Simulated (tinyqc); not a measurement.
Rapid thermal processing of a wafer: radiative balance, ramp and cooling, pattern effects, pyrometer error and spike budget: one step, computed by the program tinyqc.

The wafer is opaque and uniform through its thickness unless said otherwise; temperatures in formulas are in kelvin (C + 273.15). sigma = 5.670374419e-12 W/(cm^2 K^4).

Task: Power to hold and to ramp. Effective emissivity between parallel grey plates: eps_eff = 1/(1/eps + 1/(1 - r) - 1). Loss per area q(T) = 2 eps_eff sigma (T^4 - T_w^4) + h (T - T_w). Absorbed power during a ramp = q(T) + C d x ramp rate; thermal time constant tau = C d/(dq/dT), dq/dT = 8 eps_eff sigma T^3 + h; natural cooling rate q/(C d); front-to-back difference under one-sided heating at the end of the ramp = (absorbed power) d/(2 k).

Inputs (values chosen for the exercise, modelled on a hot silicon wafer):

| quantity | value | unit |
|---|---|---|
| wafer thickness d | 525 | micrometre |
| heat capacity per volume C | 2.09 | J/(cm^3 K) |
| thermal conductivity k | 0.29 | W/(cm K) |
| emissivity eps of each face | 0.61 | - |
| reflectivity of the chamber walls r | 0.7 | - |
| gas heat-transfer coefficient h, both faces together | 0.57 | mW/(cm^2 K) |
| wall temperature T_w | 700 | K |
| process temperature | 615 | C |
| ramp rate | 53 | K/s |

Give: eps_eff; holding power q; power at the end of the ramp; dq/dT; time constant tau; natural cooling rate; front-to-back difference.

Result:

eps_eff = 0.2517

holding power q = 1.198 W/cm^2

power at the end of the ramp = 7.014 W/cm^2

dq/dT = 8.570 mW/(cm^2 K)

time constant tau = 12.80 s

natural cooling rate = 10.92 K/s

front-to-back difference = 0.6348 K

Radiation carries 91 % of the loss. The ramp needs 5.9 times the holding power.
